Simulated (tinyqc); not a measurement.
## Junction parameters from two forward currents

Inverse problem. D(v) = J1 (exp(v/Vt) - 1) + J2 (exp(v/(2 Vt)) - 1). Find J1, J2 and the voltage 2 Vt ln(J2/J1) near which both parts are equal.

Inputs (values chosen for the exercise): temperature T = 398 K.

Constants: q = 1.602176634e-19 C, kB = 1.380649e-23 J/K, Vt = kB T/q. Results are converted to the units shown.

junction voltages (V): 0.33  0.69
currents (uA/um): 3.4282412e-7  1.2550757e-4

Answer. The current is linear in J1 and J2, so two points give two equations.

J1 = 1.10e-13 uA/um
J2 = 2.80e-9 uA/um
crossover = 0.696 V

Numbers from tinyqc (`OMP_NUM_THREADS=1 python tinyqc.py 2182190 2182191 out.jsonl`; about 0.2 s on one thread of a shared Intel Xeon 2.30GHz).
